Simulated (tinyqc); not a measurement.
MOS inversion layer, Poisson-Schroedinger loop: two steps of the calculation.

Electrons confined at an insulator interface at z = 0, treated as a hard wall; parabolic valleys, Hartree approximation, no image or exchange terms. The depletion charge lies far deeper than the electrons and gives a uniform field q Nd/(eps0 eps_r); the gate balances all charge. Energies are counted from the band edge at the interface.

Values chosen for this exercise; masses and permittivity close to those of germanium (100): temperature T = 300 K; relative permittivity eps_r = 15.8; mass along z of valley set A (4 valley(s)) mz1 = 0.118 m0; in-plane density-of-states mass of set A md1 = 0.295 m0; sheet density of electrons Ns = 5.5e12 cm^-2; sheet density of depletion charge Nd = 6.4e11 cm^-2.

Constants: q = 1.602176634e-19 C, kB = 1.380649e-23 J/K, hbar = 1.054571817e-34 J s, m0 = 9.1093837015e-31 kg, Vt = kB T/q, eps0 = 8.8541878128e-14 F/cm where lengths are in cm, hbar^2/(2 m0) = 0.0380998212 eV nm^2. Results are converted to the units shown.

Problem 1. Fermi level and occupations. Level k holds N_k = D_k Vt ln(1 + exp((EF - E_k)/Vt)) with D = 4 md1 m0 q/(pi hbar^2) per eV (spin included); EF is fixed by sum N_k = Ns.

levels (eV): A1 0.06020583, A2 0.10503753

Give: EF; N_k.

Solution 1.

EF = 0.038441 eV
N_k (cm^-2): A1 4.5657e12, A2 9.3428e11

Problem 2. Closed-form estimates. Triangular well: E_k = a_k (C F^2/mz)^(1/3), a_1 = 2.338107, a_2 = 4.087949, C = hbar^2/(2 m0), F in eV/nm. Fang-Howard (all electrons in the lowest level of set A): b^3 = 6 (mz1/C) q (Nd + 11 Ns/32)/(eps0 eps_r), centroid 3/b, level C b^2/(4 mz1) + (3/b) q (Nd + 11 Ns/16)/(eps0 eps_r). Use F = q (Nd + Ns)/(eps0 eps_r), the surface field, and F = q (Nd + Ns/2)/(eps0 eps_r).

Wanted: A1 with the surface field; A1 with Nd + Ns/2; A2 with Nd + Ns/2; b; Fang-Howard centroid; Fang-Howard level.

Solution 2.

A1 with the surface field = 0.2733 eV
A1 with Nd + Ns/2 = 0.1839 eV
A2 with Nd + Ns/2 = 0.3216 eV
b = 0.8136 1/nm
Fang-Howard centroid = 3.687 nm
Fang-Howard level = 0.2401 eV

Computed by the program tinyqc: `OMP_NUM_THREADS=1 python tinyqc.py 2160083 2160084 out.jsonl`, one thread of a shared Intel Xeon 2.30GHz, about 0.5 s for the whole run.
